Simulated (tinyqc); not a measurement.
Gate sheet resistance from two finger widths.

Inverse problem. At low frequency R = Rsh Wf/(3 L) + B/Wf, where B collects the channel and vertical terms. Find Rsh, B and the width of lowest R.

Values chosen for this exercise: channel length L = 0.24 um.

input resistance of single fingers, contacted at one end, of width 0.88 and 7.2 um (ohm): [147.49495, 382.5]

Solution. R Wf is a straight line in Wf^2; the minimum of R lies where both terms are equal.

Rsh = 37.00 ohm/square
B = 90.00 ohm um
width of lowest R = 1.323 um

Program tinyqc, `OMP_NUM_THREADS=1 python tinyqc.py 2262146 2262147 out.jsonl`; Intel Xeon 2.30GHz, shared host, one thread, about 0.01 s.
